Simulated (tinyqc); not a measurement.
Mesh and choice of bands: charge neutrality level from zone-averaged pseudopotential bands.

Empirical pseudopotential on the fcc lattice, atoms at +/- tau, tau = a (1,1,1)/8, no spin-orbit coupling. H(G,G') = c (2 pi/a)^2 |k + G|^2 delta + VS(q) cos(q.tau) + i VA(q) sin(q.tau), q = G - G', c = hbar^2/2m0; k and G in units of 2 pi/a; VS at |q|^2 = 3, 8, 11 and VA at 3, 4, 11, in rydberg, zero elsewhere. At each k the basis holds all G with |k + G|^2 up to 16; energies are counted from the fourth level at Gamma.

Mesh: k = sum_i (n_i + 1/2)/N b_i, n_i = 0 ... N - 1, b = (-1,1,1), (1,-1,1), (1,1,-1); points with the same sorted |kx|, |ky|, |kz| after folding to the shortest k + G are joined, with their count as weight. Neutrality (branch-point) level: E_N = (1/2) mean over k of [E5 + (E3 + E4)/2], E_n the n-th level from below.

Constants: hbar^2/2m0 = 3.80998211 eV angstrom^2; Ry = 13.60569312 eV.

Parameters, chosen for this exercise (out of a larger set: classic local form factors of the size used for GaAs, without spin-orbit coupling; not measured data):
- a = 5.651 angstrom (lattice constant)
- VS = (-0.229, 0.01, 0.061) Ry (symmetric form factors)
- VA = (0.069, 0.049, 0.01) Ry (antisymmetric form factors)

E_N with E5 alone, and with (E5 + E6)/2 in its place.

Results:
```
N  joined points  E_N (eV)  E_N, two conduction bands (eV)
1              1    0.3671                          1.1836
2              2    0.3288                          1.0265
3              6    0.5709                          0.9367
4             10    0.5412                          0.9503
5             19    0.5498                          0.9419
```

For scale, the lowest gap of this set is 1.46 eV. Against N = 5 the errors are -183, -221, +21 and -9 meV for N = 1 to 4 (N = 1 is the L point alone). Taking the second conduction band in moves E_N by +0.39 eV, more than the mesh error at N = 2: the definition, not the mesh, limits the estimate. Local form factors place the indirect gaps only to a few tenths of an eV, and E_N moves with them.

Program tinyqc; command `OMP_NUM_THREADS=1 python tinyqc.py 1850799 1850800 out.jsonl`; about 0.08 s on one thread of a shared Intel(R) Xeon(R) Processor @ 2.30GHz.
